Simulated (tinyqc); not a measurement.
Choice of the trial bonds: Wannier functions of a composite (isolated) pair of valence bands (bonds of an sp chain).

Each atom has a hybrid pointing left (<) and right (>). H(k): diagonal +V3 on A, -V3 on B; <A<|A>> = -V1a, <B<|B>> = -V1b, <A>|B<> = -V2, <B>|A<> = -V2p exp(ik); k in 1/a, Bloch sums with exp(ikR). The two lowest bands are filled. Trial functions in cell 0: g1 = cos(c) A> + sin(c) B<, and g2 = sin(c) B> + cos(c) A< of cell 1, whose Bloch vector has cos(c) exp(-ik) on A<. Projection A_mn = <psi_m|g_n>, S = A^+ A, Loewdin U = A S^(-1/2), Bloch-like states w_n = sum_m psi_m U_mn, H_W(k) = U^+ diag(E) U. P = sum_m |psi_m><psi_m| is free of phase choices, and S = g^+ P g, w = P g S^(-1/2).

Inputs chosen for the exercise:

| symbol | value | unit | meaning |
|---|---|---|---|
| V2 | 4.49 | eV | coupling in the bond A-B inside the cell |
| V2p | 4.15 | eV | coupling in the bond to the next cell |
| V1a | 0.93 | eV | coupling of the two hybrids on A |
| V1b | 1.07 | eV | the same on B |
| V3 | 0 | eV | A at +V3, B at -V3 |
| xb | 0.41 | a | position of B (A at 0) |

N = 12; centres and spreads in real space with point-like hybrids at R and R + xb; smallest eigenvalue of S over the mesh.

Trial angle:

| c (deg) | smallest S | centre 1 (a) | centre 2 (a) | sum of centres | total spread (a^2) | H_12(R = 0), mean over k (eV) |
|---|---|---|---|---|---|---|
| 15 | 0.646 | 0.2055 | 0.7045 | 0.9100 | 0.1327 | -0.5354 |
| 30 | 0.865 | 0.2055 | 0.7045 | 0.9100 | 0.1326 | -0.5335 |
| 45 | 0.986 | 0.2055 | 0.7045 | 0.9100 | 0.1326 | -0.5319 |
| 55 | 0.919 | 0.2055 | 0.7045 | 0.9100 | 0.1326 | -0.5308 |
| 65 | 0.801 | 0.2055 | 0.7045 | 0.9100 | 0.1326 | -0.5296 |
| 75 | 0.646 | 0.2055 | 0.7045 | 0.9100 | 0.1327 | -0.5283 |
| 85 | 0.474 | 0.2055 | 0.7045 | 0.9100 | 0.1327 | -0.5267 |

The sum of the centres stays at 0.9100 a within 0.0000: it gives the electronic polarisation, modulo a, and is fixed by the filled space. Single centres move by less than 0.0001 a here and H_12(0), a matter of gauge, moves by 9 meV. The total spread runs only from 0.1326 to 0.1327 a^2, so the orthogonalisation repairs even poor trials; the projection is best at c = 45 degrees among these rows, and the two bonds, isolated, have c = 45 and 45.

tinyqc: `OMP_NUM_THREADS=1 python tinyqc.py 1482776 1482777 out.jsonl`; about 0.3 s, one thread, shared Intel(R) Xeon(R) Processor @ 2.30GHz.
